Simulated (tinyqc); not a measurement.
Hueckel theory of the pi electrons, for the molecule [CH2+]c1ccc(O)c(F)c1 (SMILES; centres numbered as the heavy atoms are written), step by step. One step of it, computed by the program tinyqc.

Problem. Orbitals. Diagonalise; E = alpha + x beta with beta < 0, so the largest x are filled first; degenerate levels share their electrons. P = sum n_i c_ri c_si; each orbital has its largest coefficient positive (the first on a tie).

Hueckel matrix in units of beta (H = alpha + beta A), order 1C, 2C, 3C, 4C, 5C, 6O, 7C, 8F, 9C:
```
[[0.000000, 1.000000, 0.000000, 0.000000, 0.000000, 0.000000, 0.000000, 0.000000, 0.000000],
 [1.000000, 0.000000, 1.000000, 0.000000, 0.000000, 0.000000, 0.000000, 0.000000, 1.000000],
 [0.000000, 1.000000, 0.000000, 1.000000, 0.000000, 0.000000, 0.000000, 0.000000, 0.000000],
 [0.000000, 0.000000, 1.000000, 0.000000, 1.000000, 0.000000, 0.000000, 0.000000, 0.000000],
 [0.000000, 0.000000, 0.000000, 1.000000, 0.000000, 0.800000, 1.000000, 0.000000, 0.000000],
 [0.000000, 0.000000, 0.000000, 0.000000, 0.800000, 2.000000, 0.000000, 0.000000, 0.000000],
 [0.000000, 0.000000, 0.000000, 0.000000, 1.000000, 0.000000, 0.000000, 0.700000, 1.000000],
 [0.000000, 0.000000, 0.000000, 0.000000, 0.000000, 0.000000, 0.700000, 3.000000, 0.000000],
 [0.000000, 1.000000, 0.000000, 0.000000, 0.000000, 0.000000, 1.000000, 0.000000, 0.000000]]
```

pi electrons, sum of z_r less the charge = 10

Give: x values; occupations; coefficients; charge and bond-order matrix P.

Solution.

x values: [3.2038, 2.4328, 1.9301, 1.0510, 0.9241, -0.0448, -1.0295, -1.3342, -2.1333]

occupations: [2.0000, 2.0000, 2.0000, 2.0000, 2.0000, 0.0000, 0.0000, 0.0000, 0.0000]

coefficients, order 1C, 2C, 3C, 4C, 5C, 6O, 7C, 8F, 9C:
```
[[0.0138, 0.0575, 0.2923, -0.3633, -0.1484, 0.7455, 0.0212, -0.3892, -0.2220],
 [0.0442, 0.1398, 0.5642, -0.3818, -0.1372, -0.0334, -0.0219, 0.5193, 0.4736],
 [0.0282, 0.1561, 0.4131, 0.1731, -0.4591, -0.3760, -0.4891, -0.1772, -0.3891],
 [0.0463, 0.2400, 0.2332, 0.5638, -0.2871, 0.0503, 0.5254, -0.2828, 0.3564],
 [0.1200, 0.4277, 0.0369, 0.4194, 0.1938, 0.3738, -0.0518, 0.5546, -0.3713],
 [0.0798, 0.7905, -0.4225, -0.3536, -0.1441, -0.1462, 0.0137, -0.1331, 0.0719],
 [0.2745, 0.1681, 0.1761, 0.1599, 0.5814, 0.0499, -0.4830, -0.3506, 0.3781],
 [0.9428, -0.2075, -0.1152, -0.0574, -0.1961, -0.0115, 0.0839, 0.0566, -0.0516],
 [0.0995, 0.1266, 0.3835, -0.2111, 0.4808, -0.3680, 0.4904, -0.1264, -0.3992]]
```

charge and bond-order matrix P, order 1C, 2C, 3C, 4C, 5C, 6O, 7C, 8F, 9C:
```
[[0.4859, 0.6653, 0.2708, -0.1592, -0.2882, 0.1458, -0.1590, 0.0347, 0.2522],
 [0.6653, 1.0089, 0.5061, -0.0175, -0.2016, 0.0610, -0.0117, -0.0071, 0.5063],
 [0.2708, 0.5061, 0.8731, 0.7289, 0.1381, -0.0878, -0.2650, 0.0534, -0.1525],
 [-0.1592, -0.0175, 0.7289, 1.0287, 0.5953, -0.1262, 0.0347, -0.0182, -0.2653],
 [-0.2882, -0.2016, 0.1381, 0.5953, 0.8244, 0.3117, 0.5823, -0.0838, 0.1697],
 [0.1458, 0.0610, -0.0878, -0.1262, 0.3117, 1.9111, -0.1198, 0.0168, -0.0973],
 [-0.1590, -0.0117, -0.2650, 0.0347, 0.5823, -0.1198, 0.9966, 0.1609, 0.7238],
 [0.0347, -0.0071, 0.0534, -0.0182, -0.0838, 0.0168, 0.1609, 1.9739, -0.1176],
 [0.2522, 0.5063, -0.1525, -0.2653, 0.1697, -0.0973, 0.7238, -0.1176, 0.8974]]
```
